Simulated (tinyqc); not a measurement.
Energy and delay of logic against supply voltage: optimum supplies against the logic depth.

One expression serves below and above threshold: I(Vg) = Ik [ln(1 + exp((Vg - VT + dd V)/(al nf Vt)))]^al, with I_on = I(V) and I_off = I(0). Gate delay td = kd C V/I_on, clock period LD td. Per gate and cycle the switching energy is act C V^2 and the leakage energy I_off V LD td. No short-circuit current, no variation. Minima are sought above 0.09 V; below a few Vt gates no longer switch and the model has no meaning.

V_min minimises the energy and V_EDP the product of energy and td.

Values chosen for this exercise; values of the order met in logic technologies: temperature T = 330 K; threshold voltage at zero drain bias VT = 0.37 V; slope factor nf = 1.09; barrier lowering per volt of supply dd = 0.04; specific current of a gate Ik = 1.1 uA; exponent of the current law al = 1.88; load capacitance of a gate C = 3.2 fF; delay factor kd = 1; activity factor act = 0.1.

Constants: q = 1.602176634e-19 C, kB = 1.380649e-23 J/K, Vt = kB T/q. Results are converted to the units shown.

Optimum supplies against the logic depth:
```
LD   V_min (V)  energy at V_min (aJ)  leakage share (%)  clock at V_min (MHz)  V_EDP (V)  clock at V_EDP (GHz)
5       0.1180                 9.463              52.94                0.1971     0.9529                 6.169
8       0.1447                 11.83              43.34                0.2445     0.9529                 3.856
12      0.1638                 13.96              38.47                0.2708     0.9529                 2.570
20      0.1859                 16.79              34.18                0.2958     0.9530                 1.542
30      0.2025                 19.19              31.63                0.3113     0.9530                 1.028
50      0.2227                 22.40              29.14                0.3268     0.9530                0.6170
80      0.2409                 25.58              27.39                0.3372     0.9531                0.3857
150     0.2649                 30.21              25.67                0.3455     0.9533                0.2058
```

Read the table: what changes, and by how much?

As LD goes from 5 to 150, V_min rises from 0.118 to 0.265 V, the energy there rises from 9.46 to 30.2 aJ, the clock there rises from 0.197 to 0.345 MHz and V_EDP stays near 0.953 V. act and LD enter V_min only through the ratio act/LD.

tinyqc, about 0.01 s, one thread, Intel Xeon 2.30GHz (shared host): `OMP_NUM_THREADS=1 python tinyqc.py 2082002 2082003 out.jsonl`
